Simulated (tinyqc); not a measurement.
Electron continuity equation in a given potential, Scharfetter-Gummel discretisation: one step of the calculation.

Steady state in one dimension: J = q mu n E + q D dn/dx with E = -dpsi/dx and D = mu Vt, dJ/dx = q (n/tau - G), fixed densities nL and nR at the ends. The potential is given, psi = 0 for x < L/2 and U (2 x/L - 1) beyond, and is not changed by the electrons.

Task. Tridiagonal system for the inner nodes. Row i (1 to 8): B(-d_(i-1)) n_(i-1) + b_i n_i + B(d_i) n_(i+1) = f_i with b_i = -B(-d_i) - B(d_(i-1)) - h^2/(D tau) and f_i = -G h^2/D; the known end values are moved to the right: f_1 loses B(-d_0) nL and f_8 loses B(d_8) nR. h = L/9, D = mu Vt.

Values chosen for this exercise; mobility close to that of silicon at room temperature:
- T = 300 K (temperature)
- mu = 1360 cm^2/(V s) (electron mobility)
- L = 1.9 um (length of the region)
- nL = 2.7e12 cm^-3 (density at x = 0)
- nR = 5.1e11 cm^-3 (density at x = L)
- tau = 1.8e-9 s (lifetime)
- G = 0 cm^-3 s^-1 (uniform generation rate)

Constants: q = 1.602176634e-19 C, kB = 1.380649e-23 J/K, Vt = kB T/q. Results are converted to the units shown.

```
interval,B(d_i),B(-d_i)
0,1,1
1,1,1
2,1,1
3,1,1
4,0.57137824,1.6028910
5,0.30030605,2.3633315
6,0.30030605,2.3633315
7,0.30030605,2.3633315
8,0.30030605,2.3633315
```

Wanted: diagonal b; right side f.

Result.

```
node,diagonal b,right side f (cm^-3)
1,-2.007,-2.700e12
2,-2.007,0
3,-2.007,0
4,-2.610,0
5,-2.942,0
6,-2.671,0
7,-2.671,0
8,-2.671,-1.532e11
```

Numbers from tinyqc (`OMP_NUM_THREADS=1 python tinyqc.py 2220052 2220053 out.jsonl`; about 0.01 s on one thread of a shared Intel Xeon 2.30GHz).
